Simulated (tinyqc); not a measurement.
Microkinetic model of low-temperature epitaxy from hydride gases: adsorption, hydrogen desorption and rate control: one step, computed by the program tinyqc. Command: `OMP_NUM_THREADS=1 python tinyqc.py 3030947 3030948 out.jsonl hepi walk`. One thread of a shared host (Intel(R) Xeon(R) Processor @ 2.30GHz), about 0.01 s of CPU time with the checks.

Each hydride molecule needs two free sites and leaves four hydrogen atoms, of which two leave at once as H2; theta is the hydrogen coverage, the site density is 6.78 per nm^2 and one layer is 1.358 angstrom thick.

Question. Coverage and growth rate. With k the hydride and k_H the hydrogen adsorption rate on free pairs and k_d the desorption rate, steady state: 2 (k + k_H)(1 - theta)^2 = k_d theta^2; growth rate R = k (1 - theta)^2 layers/s; 1 layer/s = 8.148 nm/min. With c = 2 (k + k_H)/k_d the free share is 1 - theta = 1/(1 + sqrt(c)).

Inputs (values chosen for the exercise, close to those used for silane and germane, with second-order desorption as on Si(111) but the site density of Si(001)): temperature T = 720 C.

Film: silicon-germanium. Order of hydrogen desorption: second.

k = 22.10079 1/s

k_H = 0.1603220 1/s

k_d = 92.93217 1/s

Give: c; hydrogen coverage theta; growth rate R in layers; growth rate G.

Answer.

c = 0.4791

hydrogen coverage theta = 0.4090

growth rate R in layers = 7.718 layers/s

growth rate G = 62.89 nm/min

Adsorption and desorption share control.
